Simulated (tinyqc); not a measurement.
Worked calculation: Ewald sum of point charges, fcc in a neutralising background, strained along z by a factor 1.09, lattice. Computed by tinyqc, a small Python program that keeps every step. Command: `OMP_NUM_THREADS=1 python tinyqc.py 26255 26256 out.jsonl` (the two numbers bound the seeds that draw the settings). One thread of a shared host (Intel(R) Xeon(R) Processor @ 2.60GHz), about 0.02 s of CPU time with the checks.

## Ewald sum with eta = 0.328 1/bohr

cell vectors (rows) (bohr):
```
        1       2       3
1  0.0000  4.8750  5.3140
2  4.8750  0.0000  5.3140
3  4.8750  4.8750  0.0000
```

Charges:

| q | f1 | f2 | f3 |
|---|---|---|---|
| 1.0000 | 0.0000 | 0.0000 | 0.0000 |

Real space: 1/2 sum q_i q_j erfc(eta r)/r over all images with r > 0; reciprocal space: (2 pi/V) sum_(G != 0) exp(-G^2/4 eta^2)/G^2 |S(G)|^2 with S(G) = sum q exp(i G.r); self term -eta/sqrt(pi) sum q^2; background -pi Q^2/(2 V eta^2), Q the total charge.

Real-space shells (first ones):

| r (bohr) | pairs | sum (hartree) |
|---|---|---|
| 6.8943 | 4 | 4.01e-04 |
| 7.2114 | 8 | 4.56e-04 |
| 9.7500 | 4 | 1.25e-06 |
| 10.6280 | 2 | 7.74e-08 |
| 12.1271 | 16 | 1.22e-08 |
| 12.6683 | 8 | 1.32e-09 |
| 13.7886 | 4 | 2.31e-11 |
| 14.4228 | 8 | 0 |
| 15.4161 | 8 | 0 |
| 15.5605 | 8 | 0 |
| 16.6707 | 8 | 0 |
| 17.4092 | 8 | 0 |

Reciprocal shells (first ones that count):

| G^2 (1/bohr^2) | vectors | sum (hartree) |
|---|---|---|
| 1.1801 | 8 | 0.0109 |
| 1.3980 | 2 | 0.0014 |
| 1.6612 | 4 | 0.0013 |
| 3.0592 | 8 | 5.32e-05 |
| 3.3223 | 4 | 1.33e-05 |
| 3.9761 | 8 | 4.86e-06 |
| 4.5024 | 16 | 2.53e-06 |
| 4.7203 | 8 | 7.26e-07 |
| 5.5921 | 2 | 2.02e-08 |
| 6.6446 | 4 | 2.95e-09 |
| 7.2533 | 8 | 1.31e-09 |
| 7.2985 | 16 | 2.35e-09 |

## The total does not depend on eta

The same sums for other eta.

Totals (hartree per cell):

| eta | real | reciprocal | self | background | total |
|---|---|---|---|---|---|
| 0.3280 | 0.0009 | 0.0136 | -0.1851 | -0.0578 | -0.228418 |
| 0.5600 | 2.00e-08 | 0.1074 | -0.3159 | -0.0198 | -0.228418 |
| 0.6280 | 3.50e-10 | 0.1417 | -0.3543 | -0.0158 | -0.228418 |

shortest distance = 6.8943 bohr
